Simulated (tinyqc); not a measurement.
Worked calculation: Monte Carlo simulation of one carrier in a uniform electric field. Computed by tinyqc, a small Python program that keeps every step. Command: `OMP_NUM_THREADS=1 python tinyqc.py 3031381 3031382 out.jsonl mcfl walk`. One thread of a shared host (Intel(R) Xeon(R) Processor @ 2.30GHz), about 3 s of CPU time with the checks. Intermediate numbers are printed to about 6 digits and carried at full precision; extremes and crossings named in words are read from the listed rows.

The force e F acts along +z. Flights end at the constant total rate Gamma; the part of Gamma that the real rates do not fill is self-scattering, which leaves k unchanged. One valley, no impurities and no intervalley scattering.

Inputs (values chosen for the exercise, for a model polar semiconductor): effective mass m = 0.063 m_0; non-parabolicity alpha = 0.65 1/eV; static permittivity eps_s = 14.7; high-frequency permittivity eps_inf = 12.1; density rho = 6260 kg/m^3; sound velocity v_l = 6460 m/s; acoustic deformation potential D_A = 11 eV; optical phonon energy hbar w = 45.8 meV; lattice temperature T = 300 K; electric field F = 0.35 kV/cm; energy E_max up to which Gamma must cover the rates = 0.4 eV; seed of the random numbers = 45499.

Crystal: polar. Band: Kane.

starting wave vector (1/nm): [-0.13, 0.17, 0.065]

Constants: k_B = 1.380649e-23 J/K; e = 1.602176634e-19 C; hbar = 1.054571817e-34 J s; m_0 = 9.1093837015e-31 kg; hbar = 6.582119569e-16 eV s; eps_0 = 8.8541878128e-12 F/m; k_B = 8.617333262e-05 eV/K.

## Total rate Gamma

Kane band: hbar^2 k^2/(2 m) = E (1 + alpha E), speed v = hbar k/(m (1 + 2 alpha E)), states per spin, volume and energy g(E) = m k (1 + 2 alpha E)/(2 pi^2 hbar^2); overlap factors are set to 1. Masses are multiplied by m_0 and all formulas are in SI units. Phonon occupation N_q = 1/(exp(hbar w/(k_B T)) - 1). Acoustic deformation potential (elastic, equipartition, absorption and emission together): 1/tau = 2 pi k_B T D_A^2 g(E)/(hbar rho v_l^2). Polar optical, unscreened: W = e^2 w (1/eps_inf - 1/eps_s) m (1 + 2 alpha E') ln|(k + k')/(k - k')| / (4 pi eps_0 hbar^2 k), times N_q for absorption (E' = E + hbar w) and N_q + 1 for emission (E' = E - hbar w > 0), with alpha = 0 for a parabolic band; mean cosine of the angle <cos> = (k^2 + k'^2)/(2 k k') - 1/ln|(k + k')/(k - k')|. Gamma is 1.05 times the largest total rate on the grid E = (j + 1/2) E_max/400, j = 0..399.

largest total rate = 10.2641 1e12/s

energy of the largest rate = 399.5 meV

Gamma = 10.7773 1e12/s

## Flight 1

Random numbers (0.02 to 0.98, from up to 60 sets tried for early real events), one row a flight, columns r1, r2, r3, r4:
$$\begin{pmatrix}
0.0782 & 0.1386 & 0.6604 & 0.2524 \\
0.0832 & 0.0668 & 0.3741 & 0.7946 \\
0.6643 & 0.2998 & 0.6668 & 0.8432 \\
0.4945 & 0.6741 & 0.6938 & 0.7103 \\
0.7474 & 0.5543 & 0.7543 & 0.5753 \\
0.6597 & 0.1164 & 0.4941 & 0.7999 \\
0.9632 & 0.1082 & 0.3270 & 0.0533
\end{pmatrix}$$

Flight: t = -ln(r1)/Gamma; k_z grows by e F t/hbar; E follows from the band; dz = (E_end - E_start)/(e F). Use row 1 of the random numbers.

flight time t = 236.467 fs

k at the end of the flight (1/nm): [-0.130000, 0.170000, 0.077574]

energy at the end = 30.7237 meV

displacement dz = 29.8059 nm

## Scattering event 1

Choice: with cumulative rates in the order acoustic, absorption, emission, the process is the first whose sum exceeds r2 Gamma; if none, self-scattering. Final state: E' = E, E + hbar w or E - hbar w gives k'. Isotropic processes: cos(theta) = 1 - 2 r3 from the z axis, phi = 2 pi r4, k' (sin theta cos phi, sin theta sin phi, cos theta). Polar processes: cos(b) = [1 + xi - (1 + 2 xi)^r3]/xi, xi = 2 k k'/(k - k')^2, b from the old direction n; new direction cos b n + sin b (cos phi e1 + sin phi e2), e1 = (z x n)/|z x n|, e2 = n x e1.

cumulative rates (1e12/s): acoustic 0.18158, absorption 1.93722, emission 1.93722

r2 Gamma = 1.49374 1e12/s

Process chosen: absorption

k after event 1, the start of the next flight (1/nm): [0.006252, 0.000360, 0.364404]

## Flight 2

Use row 2 of the random numbers.

flight time t = 230.716 fs

k at the end of the flight (1/nm): [0.006252, 0.000360, 0.376673]

energy at the end = 81.5098 meV

displacement dz = 142.460 nm

## Scattering event 2

The formulas are those given above.

cumulative rates (1e12/s): acoustic 0.31959, absorption 1.96073, emission 8.27961

r2 Gamma = 0.719926 1e12/s

Process chosen: absorption

k after event 2, the start of the next flight (1/nm): [0.213617, 0.072947, 0.420690]

## All printed flights

Drift estimate: sum dz / sum t.

Flights:
```
flight   t (fs)  E at the end (meV)  dz (nm)          process  k_x (1/nm)  k_y (1/nm)  k_z (1/nm)
1       236.467              30.724   29.806       absorption    0.006252    0.000360    0.364404
2       230.716              81.510  142.460       absorption    0.213617    0.072947    0.420690
3        37.952             128.192   25.221         emission    0.256192    0.273355    0.056386
4        65.342              82.613    6.303         emission    0.117563    0.039307   -0.216709
5        27.015              36.455  -10.235  self-scattering    0.117563    0.039307   -0.215273
6        38.597              35.947  -14.512       absorption   -0.129299    0.048765   -0.351083
7         3.479              81.676   -2.028       absorption   -0.269662   -0.093700   -0.383088
```

drift estimate from these flights = 276770 m/s

1 of the 7 flights end in self-scattering. So few flights say little about the drift velocity: the estimate is noise at this length.

## Low-field mobility from the linear Boltzmann equation

On the grid E_j = (j + 1/2) hbar w/12 up to 20 k_B T + 2 hbar w, solve (sum of rates) l(E) = v(E) + W_abs <cos> l(E + hbar w) + W_em <cos> l(E - hbar w); mu_0 = e sum g v l exp(-E/k_B T)/(3 k_B T sum g exp(-E/k_B T)).

low-field mobility mu_0 = 11209.2 cm^2/(V s)

## Long runs: velocity against field

Each row: 250 carriers from a thermal start, 1600 flights each, the first half discarded, random numbers not printed; the error is the standard error over ten groups; the mean energy is taken at the ends of flights, which sample time evenly. Fields at which more than 0.02 % of the events exceed Gamma are left out.

Monte Carlo results:
```
F (kV/cm)  drift velocity (1e5 m/s)  error (1e5 m/s)  mu_0 F (1e5 m/s)  mean energy (meV)  real events (%)
0.087                         0.116           0.0100           0.09752               40.6             34.1
0.170                         0.190           0.0086           0.19056               40.6             34.1
0.350                         0.388           0.0096           0.39232               41.1             34.3
0.700                         0.718           0.0120           0.78464               42.3             35.0
1.400                         1.240           0.0160           1.56928               46.1             37.5
```

At the lowest field the drift velocity is 1.19 +/- 0.10 of the ohmic value mu_0 F, at the highest 0.79 +/- 0.01. The mean energy goes from 41 to 46 meV against the parabolic-band thermal value 3 k_B T/2 = 39 meV: the curve bends below the ohmic line although the mean energy changes little, since phonon emission removes both energy and momentum. Only 34 to 38 % of the events are real; the rest is the price of a constant Gamma.

Checks made by the program: energy gained in the printed flights against e F dz (relative difference below 1e-10).
